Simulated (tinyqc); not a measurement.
Regular and subregular solution with a miscibility gap: one step, computed by the program tinyqc. Command: `OMP_NUM_THREADS=1 python tinyqc.py 3031261 3031262 out.jsonl regsol walk`. One thread of a shared host (Intel(R) Xeon(R) Processor @ 2.30GHz), about 0.02 s of CPU time with the checks.

Per mole of mixing sites: G(x) = x (1 - x) [L0 + L1 (1 - 2x)] + R T [x ln x + (1 - x) ln(1 - x)], x the fraction of B.

Problem. Critical point. The spinodal is G'' = 0, R T_s(x) = x (1 - x) [2 L0 + 6 L1 (1 - 2x)]; the critical point is its maximum.

Inputs (values chosen for the exercise, for a model alloy): asymmetry L1 = 0 kJ/mol.

L0 = 8.89 kJ/mol

Constants: R = 8.314462618 J/(mol K).

Give: critical composition x_c; critical temperature T_c.

Solution.

critical composition x_c = 0.5

critical temperature T_c = 534.61 K

With L1 = 0 this is x_c = 1/2 and T_c = L0/(2 R).
